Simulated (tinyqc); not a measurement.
From results back to parameters: phonon-assisted absorption at an indirect gap. Two cases, with inputs chosen for the exercise.

Problem. A slab transmits Tr = (1 - R)^2 x/(1 - R^2 x^2) with x = exp(-alpha d) and R = ((nr - 1)/(nr + 1))^2.

Find: x; alpha.

Method. Tr R^2 x^2 + (1 - R)^2 x - Tr = 0; take the positive root, then alpha = -ln(x)/d.

Case 1.

Values chosen (out of a larger set: loosely those of SiGe at room temperature; Eg is not tied to T; not measured data): nr = 3.79 (refractive index); d = 230 micrometre (thickness).

Tr = 1.52563e-08

Solution.

x = 3.495e-08
alpha = 746 1/cm

Case 2.

Values chosen (out of a larger set: loosely those of SiGe at room temperature; Eg is not tied to T; not measured data): nr = 3.76 (refractive index); d = 0.78 micrometre (thickness).

Tr = 0.496530

Solution.

x = 0.9996
alpha = 5.07 1/cm

Computed by tinyqc, one run a case: `OMP_NUM_THREADS=1 python tinyqc.py N N+1 out.jsonl` with N = 1650006, 1650032; one thread of a shared Intel(R) Xeon(R) Processor @ 2.30GHz, about 0.01 s a run at most.
